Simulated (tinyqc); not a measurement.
# Film and buried-oxide thickness from two coupling ratios

Question. In a depleted film -dVT/dVb is k1 = Cs Cbox/(Cox (Cs + Cbox)) for a front channel and k2 = Cbox (Cox + Cs)/(Cox Cs) for a back channel, with Cox = eps0 eox/tox, Cs = eps0 eps_r/ts, Cbox = 3.9 eps0/tb. Find ts and tb.

Values chosen for this exercise; band and dielectric values close to those of silicon:
```
symbol  value  unit                                                               meaning
eps_r    11.6                                                       relative permittivity
eox      21.7        relative permittivity of the gate insulator (close to hafnium oxide)
tox       3.3    nm                                                   insulator thickness
```

coupling ratios for a front and a back channel: 0.0062835105  0.079329757

Answer. With y = Cox/Cs and z = Cox/Cbox, 1/k1 = y + z and k2 = (1 + y)/z, so y = (k2/k1 - 1)/(1 + k2); the thicknesses follow from y and z.

ts = 19.00 nm
tb = 88.00 nm

Program tinyqc, `OMP_NUM_THREADS=1 python tinyqc.py 2190033 2190034 out.jsonl`; Intel Xeon 2.30GHz, shared host, one thread, about 0.3 s.
